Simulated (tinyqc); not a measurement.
Sub-threshold conduction and electro-thermal threshold of an amorphous chalcogenide: the S-shaped curve.

Trap-limited conduction: I = I0 exp(-Ea/kB T) sinh(q V dz/(2 ua kB T)), I0 = 2 q A Nt dz/ta. One lumped temperature T = T0 + Rt I V. The threshold is the largest V for which a steady state exists on the low-current branch.

For each T, V solves Rt I(V, T) V = T - T0.

Inputs (values chosen for the exercise); values of the order of Ge-Sb-Te and related chalcogenides:
- T0 = 358 K (ambient temperature)
- A = 950 nm^2 (cross-section)
- ua = 39 nm (amorphous thickness)
- dz = 5.1 nm (distance between traps)
- Ea = 0.3 eV (activation energy)
- Nt = 5.7e18 cm^-3 (trap density)
- ta = 1e-14 s (attempt time)
- Rt = 7.4 K/uW (thermal resistance)

Constants: q = 1.602176634e-19 C, kB = 1.380649e-23 J/K. Results are converted to the units shown.

The S-shaped curve:
```
T (K)   V (V)   I (uA)  V/I (kohm)
362    1.2746  0.42408      3005.6
370    1.6188   1.0017      1616.1
388    1.8691   2.1690      861.74
418    2.0027   4.0486      494.66
447    2.0438   5.8847      347.31
477    2.0531   7.8326      262.12
536    2.0324   11.836      171.72
618    1.9765   17.777      111.18
737    1.8935   27.048      70.005
890    1.8132   39.649      45.732
1126   1.7516   59.251      29.563
```

V goes from 1.27 through a maximum of 2.05 (at T = 477 K among the rows listed) to 1.75 V, while I rises from 0.424 to 59.3 uA. The exact threshold is 2.053 V at 476.1 K; beyond it V falls as I rises, a negative differential resistance that a voltage source cannot hold. For T = 536, 618, 737 the layer would crystallise if held at such a temperature. For T = 890, 1126 the layer would melt.

Range of the model: Purely electronic switching mechanisms, filaments and series resistance are left out.

tinyqc, about 0.02 s, one thread, Intel Xeon 2.30GHz (shared host): `OMP_NUM_THREADS=1 python tinyqc.py 2490148 2490149 out.jsonl`
